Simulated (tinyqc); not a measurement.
Ground and coupling capacitance from two measurements.

Question. A line has Cg to the planes and Cc to each of two neighbours. Find Cg, Cc, the load when both neighbours switch in antiphase, and the pulse on the line when it floats and both neighbours swing by Vx.

Parameters, values chosen for the exercise: swing Vx = 0.8 V.

capacitance with neighbours driven alike and with neighbours grounded (aF/um): [100, 166]

Solution. Driven alike, Cc carries no charge, which leaves Cg; grounded neighbours give Cg + 2 Cc, antiphase Cg + 4 Cc; a floating line divides the swing as 2 Cc/(Cg + 2 Cc).

Cg = 100.0 aF/um
Cc = 33.00 aF/um
load in antiphase = 232.0 aF/um
pulse = 0.3181 V

Numbers from tinyqc (`OMP_NUM_THREADS=1 python tinyqc.py 2790121 2790122 out.jsonl`; about 1 s on one thread of a shared Intel Xeon 2.30GHz).
